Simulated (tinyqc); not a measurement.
# Equilibrium and kinetic segregation of a solute to boundaries and growing surfaces, step by step

A worked calculation. Computed by tinyqc, a small Python program that keeps every step. Command: `OMP_NUM_THREADS=1 python tinyqc.py 3004186 3004187 out.jsonl segreg walk`. One thread of a shared host (Intel(R) Xeon(R) Processor @ 2.30GHz), about 0.01 s of CPU time with the checks. Intermediate numbers are printed to about 6 digits and carried at full precision; extremes and crossings named in words are read from the listed rows.

Inputs (values chosen for the exercise, modelled on phosphorus in polycrystalline silicon): segregation energy Q = 0.436 eV; interaction z w (positive attracts) = 0.22 eV; total solute fraction x0 = 0.0028; temperature T = 925 K; grain size d = 880 nm; boundary thickness delta = 0.42 nm; atomic volume Omega = 20.02 angstrom^3; clean boundary energy gamma_0 = 0.58 J/m^2; bulk diffusivity D = 3e-17 m^2/s; anneal time t = 33 s; exchange barrier E_b = 1.73 eV; surface segregation energy E_s = 0.25 eV; growth temperature T_g = 570 K; growth rate = 2.5 monolayers/s; mixing = 0.5.

Isotherm: Fowler-Guggenheim.

Constants: k_B = 8.617333262e-05 eV/K; 1 eV/angstrom^2 = 16.02176634 J/m^2.

## Coverage for very large grains, by iteration

With theta the solute fraction on boundary sites and x that in the grains, theta/(1 - theta) = [x/(1 - x)] exp[(Q + z w theta)/(k_B T)]. The coverage theta_inf is that for x = x0. Start at theta = 0; theta(new) = theta + mixing (theta(out) - theta); stop below 1e-10, 80 steps at most.

Iteration:
```
step  theta in  theta out     out - in
1     0.000000   0.399985  3.99985e-01
2     0.199993   0.536548  3.36555e-01
3     0.368270   0.648145  2.79875e-01
4     0.508208   0.730493  2.22285e-01
5     0.619350   0.786487  1.67136e-01
6     0.702918   0.822667  1.19749e-01
...        ...        ...          ...
49    0.884491   0.884491  7.33705e-10
50    0.884491   0.884491  4.70297e-10
51    0.884491   0.884491  3.01456e-10
52    0.884491   0.884491  1.93230e-10
53    0.884491   0.884491  1.23858e-10
54    0.884491   0.884491  7.93918e-11
```

coverage theta_inf = 0.884491

last residual = 7.93918e-11

Converged; without interaction theta would be 0.4000.

## Depletion of small grains

Finite grains: boundary sites are the fraction f = 3 delta/d, and x0 = (1 - f) x + f theta; solve both equations for theta; share at boundaries = f theta/x0.

site fraction f = 0.00143182

coverage theta = 0.772986

fraction x left in the grains = 0.00169565

share of solute at boundaries = 39.5277 %

enrichment theta/x = 455.864

40 % of the solute sits at boundaries; for a dopant that share is electrically lost.

## Boundary energy

Gibbs adsorption for this isotherm in a dilute matrix: gamma = gamma_0 + Gam_0 [k_B T ln(1 - theta) + z w theta^2/2], Gam_0 = delta/Omega sites per area.

Gam_0 = 20.9790 1/nm^2

boundary energy gamma = 0.403657 J/m^2

Segregation lowers gamma by 30 %, and the driving force of grain growth with it. Caution: near saturation a single segregation energy is a poor picture.

## How fast the boundary fills

McLean kinetics from a uniform start, fed from both sides, with a constant enrichment beta = theta_inf/x0: (theta - x0)/(theta_inf - x0) = 1 - exp(s^2) erfc(s), s = 2 sqrt(D t)/(beta delta); half filling at s = 0.7691, t = (0.7691 beta delta/2)^2/D. D is an input and does not follow T.

s = 0.474311

degree of filling = 0.370898

time to half filling = 86.7668 s

diffusion length sqrt(D t) = 31.4643 nm

## Segregation at a growing surface

Two-state exchange during growth, dilute: jump up r_u = nu exp(-E_b/(k_B T_g)), jump back r_d = r_u exp(-E_s/(k_B T_g)), nu = 1e13 1/s. In the time 1/R of one monolayer the share carried up is p = [r_u/(r_u + r_d)] [1 - exp(-(r_u + r_d)/R)]; the tail decays as p^n, length -1/ln p monolayers; the equilibrium limit has p = r_u/(r_u + r_d).

r_u = 0.00505628 1/s

r_d = 3.11460e-05 1/s

share carried up p = 0.00202046

decay length = 0.161175 monolayers

Exchange is slow against growth: the kinetically limited regime, where cooling or faster growth sharpens the profile.

## Tail length against growth temperature

The formulas are those given above.

Exchange model:
```
T_g (K)        r_u/R         p  length (monolayers)  equilibrium limit
595      8.88356e-03  0.008844               0.2115            131.585
637      8.21770e-02  0.078857               0.3937             95.545
671      4.05784e-01  0.332711               0.9087             75.958
706      1.78839e+00  0.824078               5.1682             61.400
733      5.09751e+00  0.975814              40.8438             52.845
761      1.39640e+01  0.978379              45.7494             45.751
803      5.54953e+01  0.973734              37.5698             37.570
865      3.33046e+02  0.966233              29.1114             29.111
969      4.02081e+03  0.952300              20.4601             20.460
```

The length peaks among these rows at 761 K with 45.7 monolayers. Below, exchange freezes (r_u/R = 0.0089 in the first row); above, the length follows the equilibrium limit, about exp(E_s/(k_B T)), down to 20.5.

## Coverage against grain size

The formulas are those given above.

At T:
```
d (nm)     theta  x in the grains  share at boundaries (%)
15      0.031946       0.00012725                  95.8371
30      0.061365       0.00023241                  92.0481
60      0.114791       0.00039773                  86.0936
120     0.207991       0.00062263                  77.9967
250     0.377756       0.00090065                  67.9961
500     0.620181       0.00124027                  55.8163
1000    0.792734       0.00180343                  35.6730
5000    0.872116       0.00258088                   7.8490
```

From the largest grains to the smallest the share at boundaries rises from 7.8 to 96 %, and x/x0 falls to 0.045. In the dilute limit x/x0 = 1/(1 - f + f exp(Q/(k_B T))), which gives 0.048 at 15 nm.

Checks made by the program: mass balance (relative difference below 1e-10).
